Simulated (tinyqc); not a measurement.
Inside a calculation: bond-orbital model of a tetrahedral semiconductor (Harrison's universal couplings). Values are carried at full precision from step to step, so a last printed digit may differ when a step is redone from the rounded ones.

Hybrid level eh = (es + 3 ep)/4; metallic energy V1 = (ep - es)/4 for each atom; covalent energy V2 = 3.22 hbar^2/(m d^2); polar energy V3 = (ehc - eha)/2; hbar^2/m = 2c, c = hbar^2/2m0. Polarity ap = V3/sqrt(V2^2 + V3^2), covalency ac = V2/sqrt(V2^2 + V3^2). p-p coupling at Gamma Exx = (4/3)(2.22 - 2 x 0.63) hbar^2/(m d^2) = 1.28 hbar^2/(m d^2), s-s coupling Ess = 4 x 1.32 hbar^2/(m d^2).

Constants: hbar^2/2m0 = 3.80998211 eV angstrom^2.

Values chosen for the exercise (near tabulated values for ZnSe; the model gives trends, and its gaps can be far from the real ones; the results hold for these values, not for the real material):
- esc = -7.94 eV (s level, cation)
- epc = -4.06 eV (p level, cation)
- esa = -23.03 eV (s level, anion)
- epa = -10.79 eV (p level, anion)
- d = 2.45 angstrom (bond length)
- Z = 6 (valence electrons of the anion)

## The three energies

Form the hybrid levels, V1, V2 and V3.

hbar^2/(m d^2) = 1.2695 eV

hybrid levels (eV): cation -5.0300, anion -13.8500

V1 (eV): cation 0.9700, anion 3.0600

V2, V3 (eV): 4.0877  4.4100

## Bond and antibond

The 2 x 2 problem [[ehc, -V2], [-V2, eha]] gives (ehc + eha)/2 -/+ sqrt(V2^2 + V3^2); ap = V3/sqrt(V2^2 + V3^2), ac = V2/sqrt(V2^2 + V3^2); the bond has weight (1 + ap)/2 on the anion.

levels (eV): bond -15.4531, antibond -3.4269

ap = 0.7334
ac = 0.6798
weight on the anion = 0.8667

## Charges

With dZ = Z - 4: effective charge Z* = 4 ap - dZ (positive on the cation); transverse charge eT* = Z* + (8/3) ap ac^2.

Z* = 0.934 e
eT* = 1.837 e

Charge that flows along the bonds as they stretch adds 0.90 e to the static value.

## Metallicity and a gap from the bond picture

Neighbouring bonds couple through V1: averaged V1b = V1c (1 - ap)/2 + V1a (1 + ap)/2 for the bond band and V1x = V1c (1 + ap)/2 + V1a (1 - ap)/2 for the antibond band. The top of the bond band lies V1b above the bond level and the bottom of the antibond band 3 V1x below the antibond level, so the gap is 2 sqrt(V2^2 + V3^2) - V1b - 3 V1x; metallicity am = (V1b + 3 V1x)/(2 sqrt(V2^2 + V3^2)).

V1b, V1x (eV): 2.7814  1.2486

gap = 5.499 eV
am = 0.543

The gap closes where am reaches one. The model gives trends; its gap can miss the real one by a factor of two to five, most in ratio for narrow gaps and most in eV for first-row compounds.

## Band edges at Gamma

Ev is the lower root of [[epa, Exx], [Exx, epc]] and the s-like conduction level the upper root of [[esa, Ess], [Ess, esc]], with Exx = 1.28 u and Ess = 5.28 u, u = hbar^2/(m d^2).

Exx, Ess (eV): 1.6249  6.7028

Ev = -11.162 eV
s-like conduction level = -5.393 eV
E0 gap = 5.769 eV

Universal couplings give the trend of E0 from compound to compound, not its value; it can miss by several eV and by a factor of two or more, and spin-orbit coupling is left out.

## Checks

- Bond level from the formula against the 2 x 2 matrix: both -15.4531.

Program tinyqc; command `OMP_NUM_THREADS=1 python tinyqc.py 1451189 1451190 out.jsonl`; about 0.01 s on one thread of a shared Intel(R) Xeon(R) Processor @ 2.30GHz.
